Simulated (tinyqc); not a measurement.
Worked calculation: two-band k.p model of the X valleys of a zinc-blende crystal. Values are carried at full precision from step to step, so a last printed digit may differ when a step is redone from the rounded ones.

With x = D/D0: for x < 1 the minima lie at k_m = sqrt(ml D0 (1 - x^2)/(4 c)), the hump at X has the height dE = (D0/4)(1 - x)^2 and the mass at the minimum is ml/(1 - x^2); the mass at X is ml/(1 - 1/x), negative for x < 1. For x > 1 the minimum is at X.

Constants: hbar^2/2m0 = 3.80998211 eV angstrom^2; kB = 8.617333262e-05 eV/K.

Inputs chosen for the exercise (of the order of those of AlAs; shifted at random, so the results belong to these values and not to a real crystal): D = 0.365 eV (splitting of the two conduction levels at X); D0 = 0.16 eV (coupling energy); ml = 0.579 m0 (mass along the axis from remote bands); k = 0.126 1/angstrom (wave vector from X); kmax = 0.12 1/angstrom (end of the path); mt = 0.192 m0 (transverse mass); T = 50 K (temperature).

## Shape of the lower band

Give x, k_m, dE and both masses.

x = 2.2812
k_m = 0.00000 1/angstrom
dE = 0.000 meV
mass at the minimum = 1.031 m0
mass at X = 1.031 m0

The splitting wins, so the minimum stays at X, with a mass raised by a factor of 1.78 through the repulsion from the upper band.

## The matrix at one k

k along the valley axis, counted from X, c = hbar^2/2m0, e = c k^2/ml. H = [[e - D/2, i P k], [-i P k, e + D/2]] with P^2 = D0 c/ml, so E = e -/+ sqrt(D^2/4 + D0 e). For D = 0 (diamond lattice) the bands cross at X.

Give P, the matrix, its levels and the weight of the lower X state in the lower band.

P = 1.0261 eV angstrom

H (eV):
```
[[-0.0780, 0.1293i],
 [-0.1293i, 0.2870]]
```

levels (eV): [-0.1192, 0.3281]

weight = 0.9080

## Dispersion along the axis

Nine points; energies of the lower band from its minimum, against a parabola about the minimum with the mass there.

Results:
```
k (1/angstrom)  lower band (meV)  parabola (meV)  gap to the upper band (eV)
0.0000                      0.00            0.00                      0.3650
0.0150                      0.83            0.83                      0.3663
0.0300                      3.34            3.33                      0.3702
0.0450                      7.57            7.48                      0.3765
0.0600                     13.58           13.30                      0.3852
0.0750                     21.45           20.79                      0.3961
0.0900                     31.27           29.94                      0.4091
0.1050                     43.12           40.75                      0.4239
0.1200                     57.10           53.22                      0.4403
```

At kmax the band lies at 57.1 meV and the parabola at 53.2 meV: far from X the curvature returns to 1/ml, so the band is steeper than the parabola of the minimum.

## Thermal masses

Thermal masses along the axis for one X point, lower band, E from the minimum, on 1601 points from -0.8 to 0.8 1/angstrom: density-of-states mass m_d = c I^2/(pi kT), I = integral of exp(-E/kT) dk; conductivity mass m_c = 2 c kT/<(dE/dk)^2> with central differences.

Give m_d, m_c and Nc = 3 x 2 (kT/(4 pi c))^(3/2) mt sqrt(m_d) for three X points; 1 angstrom^-3 = 1e24 cm^-3.

m_d = 1.021 m0
m_c = 1.011 m0
Nc = 9.935e+17 cm^-3

The edge mass is 1.031; thermal electrons sample the steeper part of the band.

## Checks

- Thermal masses without coupling against ml: both 0.5790.

Run: tinyqc, `OMP_NUM_THREADS=1 python tinyqc.py 1850277 1850278 out.jsonl`; Intel(R) Xeon(R) Processor @ 2.30GHz, one thread, shared host; about 0.01 s of CPU time with all checks.
